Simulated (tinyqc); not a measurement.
Transmission around the level: tunnelling through a thin dielectric with one trap, as a tight-binding chain.

Hopping -t everywhere, t = c/(m a^2), c = hbar^2/2m0; lead sites at 2t (band bottom 0), barrier sites 1 to N at 2t + phi, and site j has U besides. No voltage. Leads give S = -t exp(ika) on sites 1 and N, cos(ka) = 1 - E/(2t). T = (2 t sin(ka))^2 |G_1N|^2, G = (E - H - S)^-1. In the barrier cosh(q a) = 1 + (phi - E)/(2t).

Resonance: the lowest eigenvalue of H + S(E), iterated until its real part equals E (40 rounds from Eb = phi + 2t - sqrt(4t^2 + U^2), the level in an endless barrier). With v the normalised squared amplitudes of that state, Gamma_L = 2 t sin(ka) v_1, Gamma_R = 2 t sin(ka) v_N; Breit-Wigner T = Gamma_L Gamma_R/((E - Er)^2 + (Gamma_L + Gamma_R)^2/4).

Constants: hbar^2/2m0 = 3.80998211 eV angstrom^2.

Values chosen for the exercise (barrier and mass of the size used for SiO2 on silicon; shifted at random, so the results belong to these values and not to a real crystal):

| symbol | value | unit | meaning |
|---|---|---|---|
| a | 2.5 | angstrom | site spacing |
| m | 0.41 | m0 | mass, the same in leads and barrier |
| phi | 2.9 | eV | conduction edge of the barrier above that of the leads |
| N | 9 |  | barrier sites |
| j | 7 |  | site of the trap |
| U | -3.38 | eV | extra energy on the trap site |

Er = 1.37499 eV

widths (meV): left 0.015933, right 38.623

Energies Er + x (Gamma_L + Gamma_R).

T:

| x | E (eV) | chain | Breit-Wigner | no trap |
|---|---|---|---|---|
| -8.0 | 1.0659 | 1.86e-06 | 6.42e-06 | 2.05e-08 |
| -3.0 | 1.2591 | 2.82e-05 | 4.46e-05 | 5.27e-08 |
| -1.0 | 1.3364 | 0.000285 | 0.000330 | 7.74e-08 |
| -0.5 | 1.3557 | 0.000767 | 0.000824 | 8.53e-08 |
| 0.0 | 1.3750 | 0.00165 | 0.00165 | 9.40e-08 |
| 0.5 | 1.3943 | 0.000902 | 0.000824 | 1.04e-07 |
| 1.0 | 1.4136 | 0.000393 | 0.000330 | 1.14e-07 |
| 3.0 | 1.4909 | 7.35e-05 | 4.46e-05 | 1.70e-07 |
| 8.0 | 1.6841 | 2.43e-05 | 6.42e-06 | 4.77e-07 |

At Er the chain gives 0.00165, 1.75e+04 times the value without trap, and Breit-Wigner 0.00165. In the wings the single pole gives 3.46 times the chain value at x = -8 and 0.264 times at x = 8, because the widths and the level shift change with energy.

Computed by tinyqc, a small Python program: `OMP_NUM_THREADS=1 python tinyqc.py 1452263 1452264 out.jsonl` (the numbers bound the seed that draws the inputs); one thread of a shared host (Intel(R) Xeon(R) Processor @ 2.30GHz), about 0.05 s for the whole set of steps.
